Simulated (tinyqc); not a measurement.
# Free and trapped electrons in a MOS channel with a dense trap tail, step by step

tinyqc, about 0.02 s, one thread, Intel Xeon 2.30GHz (shared host): `OMP_NUM_THREADS=1 python tinyqc.py 2222008 2222009 out.jsonl` Printed values are rounded.

p-type body, charge-sheet picture, full ionisation (an idealisation for deep acceptors), Boltzmann statistics for free electrons. e = Ec - EF at the surface. Acceptor-like traps of density D(E) = D0 + De exp(-E/Ew) at depth E below Ec, from 0 to Eu, hold n_t = integral of D(E)/(1 + exp((e - E)/Vt)). psi = Eg - Vt ln(Nv/Na) - e; N_dep = sqrt(2 eps0 eps_r Na (psi - Vt)/q); n_f = sqrt(N_dep^2 + 2 eps0 eps_r Vt Nc exp(-e/Vt)/q) - N_dep; Vg = Vfb + psi + q (N_dep + n_t + n_f)/Cox, Cox = eps0 eox/tox.

Values chosen for this exercise; band and dielectric values close to those of 4H silicon carbide:
```
symbol,value,unit,meaning
T,475,K,temperature
Eg,3.22,eV,band gap
eps_r,9.7,,relative permittivity
Nc,3.33e19,cm^-3,conduction-band density of states at T
Nv,5e19,cm^-3,valence-band density of states at T
eox,3.9,,relative permittivity of the insulator
tox,68,nm,insulator thickness
Na,4e15,cm^-3,acceptor density
Vfb,-2.67,V,flat-band voltage without trapped charge
D0,1.8e10,cm^-2 eV^-1,constant background density of acceptor-like traps
De,4.7e12,cm^-2 eV^-1,density of the tail at the conduction edge
Ew,0.11,eV,decay energy of the tail
Eu,0.54,eV,depth below Ec down to which the traps reach
mf,200,cm^2/(V s),mobility of free electrons
e,0.181,eV,Ec - EF at the surface
```

Constants: q = 1.602176634e-19 C, kB = 1.380649e-23 J/K, Vt = kB T/q, eps0 = 8.8541878128e-14 F/cm where lengths are in cm. Results are converted to the units shown.

## Trapped charge

Trapezoid rule on 15 equal steps from 0 to Eu, f = 1/(1 + exp((e - E)/Vt)).

```
point  E (eV)  D(E) f (cm^-2 eV^-1)
0           0           5.599535e10
1       0.036           9.581122e10
2       0.072           1.604150e11
3       0.108           2.559276e11
4       0.144           3.710579e11
5        0.18           4.608155e11
6       0.216           4.754463e11
7       0.252           4.194900e11
8       0.288           3.361760e11
9       0.324           2.572975e11
10       0.36           1.937007e11
11      0.396           1.456591e11
12      0.432           1.103377e11
13      0.468           8.466154e10
14      0.504           6.608574e10
15       0.54           5.267403e10
```

n_t = 1.255398e11 cm^-2

With 1600 steps n_t = 1.257e11 cm^-2; the coarse value is 0.099 % below it.

## Charges and gate voltage

psi, N_dep, n_f and Vg as defined, with the n_t given; free share n_f/(n_f + n_t); apparent mobility mf n_f/(n_f + n_t); gate voltage spent on traps q n_t/Cox.

psi = 2.652865 V
N_dep = 3.346810e11 cm^-2
n_f = 2.015398e11 cm^-2
Vg = 2.070752 V
free share = 61.61797 %
apparent mobility = 123.2359 cm^2/(V s)
gate voltage spent on traps = 0.3960841 V
